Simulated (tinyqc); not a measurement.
Silicon n-p-n transistor, Gummel numbers and transit times: two steps of the calculation.

One-dimensional n-p-n transistor in the forward active mode at low injection. In the base p(x) = NB exp(-eta x/wb) and ni(x)^2 = ni^2 exp((g0 + g1 x/wb)/Vt); electrons leave the base at vsat; band spikes at the emitter junction and recombination inside the emitter are ignored.

Values chosen for this exercise; band and dielectric values close to those of silicon: temperature T = 350 K; band gap Eg = 1.14 eV; relative permittivity eps_r = 11.8; conduction-band density of states at T Nc = 3.47e19 cm^-3; valence-band density of states at T Nv = 3.29e19 cm^-3; saturation velocity vsat = 1e7 cm/s; neutral base width wb = 220 nm; base doping at the emitter edge NB = 2e17 cm^-3; doping falls as exp(-eta x/wb) eta = 0; gap reduction at the emitter edge of the base g0 = 0 eV; further gap reduction across the base (linear) g1 = 0 eV; electron diffusion coefficient in the base Dn = 5.4 cm^2/s; emitter doping NE = 1.5e20 cm^-3; gap reduction in the emitter (negative: wider gap) gE = 0.084 eV; neutral emitter width we = 110 nm; hole diffusion coefficient in the emitter Dp = 0.83 cm^2/s; recombination velocity at the emitter contact Se = 6e6 cm/s; electron lifetime in the base tb = 6e-7 s; collector doping NC = 5.1e15 cm^-3; collector-base reverse bias VCB = 0.4 V.

Constants: q = 1.602176634e-19 C, kB = 1.380649e-23 J/K, Vt = kB T/q, eps0 = 8.8541878128e-14 F/cm where lengths are in cm. Results are converted to the units shown.

Problem 1. Base Gummel number and transit time. f(x) = p(x) ni^2/ni(x)^2; I(x) = integral from x to wb of f/Dn, plus f(wb)/vsat; base Gummel number GB = I(0); electron density per unit flux n/(J/q) = I/f; base transit time tauB = integral of I/f over the base. Trapezoid rule on 10 equal steps.

Give: x; f; I; I/f; GB; tauB.

Solution 1.

x, point 0 to 10 (nm): [0.0, 22.0, 44.0, 66.0, 88.0, 110.0, 132.0, 154.0, 176.0, 198.0, 220.0]
f, point 0 to 10 (cm^-3): [2.000e17, 2.000e17, 2.000e17, 2.000e17, 2.000e17, 2.000e17, 2.000e17, 2.000e17, 2.000e17, 2.000e17, 2.000e17]
I, point 0 to 10 (s/cm^4): [8.348e11, 7.533e11, 6.719e11, 5.904e11, 5.089e11, 4.274e11, 3.459e11, 2.644e11, 1.830e11, 1.015e11, 2.000e10]
I/f, point 0 to 10 (s/cm): [4.174e-6, 3.767e-6, 3.359e-6, 2.952e-6, 2.544e-6, 2.137e-6, 1.730e-6, 1.322e-6, 9.148e-7, 5.074e-7, 1.000e-7]
GB = 8.348e11 s/cm^4
tauB = 47.01 ps

Problem 2. Gain, Early voltage and collector delay. ni = sqrt(Nc Nv) exp(-Eg/(2 Vt)), Eg in volts; GE = NE exp(-gE/Vt)(we/Dp + 1/Se); JC = J0 exp(VBE/Vt), J0 = q ni^2/GB; gain limited by back injection GE/GB, by base recombination tb/tauB, together 1/beta = the sum of the inverses; collector layer one-sided, Wc = sqrt(2 eps0 eps_r (Vbc + VCB)/(q NC)), Vbc = Vt ln(p(wb) NC/ni^2), Cjc = eps0 eps_r/Wc; Early voltage VA = GB q p(wb)/(f(wb) Cjc [1/Dn - (eta + g1/Vt)/(wb vsat)]), f(wb) = p(wb) exp(-(g0 + g1)/Vt), p(wb) = NB exp(-eta); tauC = Wc/(2 vsat).

GB = 8.3481481e11 s/cm^4
tauB = 47.014815 ps

Find: ni; GE; J0; GE/GB; tb/tauB; beta; Wc; Cjc; VA; tauC.

Solution 2.

ni = 2.095e11 cm^-3
GE = 1.242e14 s/cm^4
J0 = 8.421e-9 A/cm^2
GE/GB = 148.8
tb/tauB = 1.276e4
beta = 147.1
Wc = 535.2 nm
Cjc = 0.1952 fF/um^2
VA = 37.00 V
tauC = 2.676 ps

The gain is limited more by back injection into the emitter. beta VA = 5440 V.

Range of the model: Heavy doping makes emitter or base degenerate; gE and g0 are to be read as apparent gap changes that include this.

Numbers from tinyqc (`OMP_NUM_THREADS=1 python tinyqc.py 2320085 2320086 out.jsonl`; about 0.01 s on one thread of a shared Intel Xeon 2.30GHz).
